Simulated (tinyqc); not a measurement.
# Ideality from Voc and Vmp

Inverse problem. An ideal cell J = Jsc - J0 (exp(V/(n Vt)) - 1) has exp((Voc - Vmp)/(n Vt)) = 1 + Vmp/(n Vt) at maximum power. Find n, J0 and FF.

Values chosen for this exercise:
```
symbol,value,unit,meaning
T,323,K,temperature
```

Constants: q = 1.602176634e-19 C, kB = 1.380649e-23 J/K, Vt = kB T/q. Results are converted to the units shown.

Jsc = 24.1 mA/cm^2
Voc = 0.94775849 V
Vmp = 0.82296815 V

Solution. With a = n Vt, a ln(1 + Vmp/a) rises steadily with a, so Voc - Vmp fixes it; J0 follows from Voc.

n = 1.47
J0 = 2.10e-12 A/cm^2
FF = 0.827

Computed by the program tinyqc: `OMP_NUM_THREADS=1 python tinyqc.py 2280124 2280125 out.jsonl`, one thread of a shared Intel Xeon 2.30GHz, about 0.01 s for the whole run.
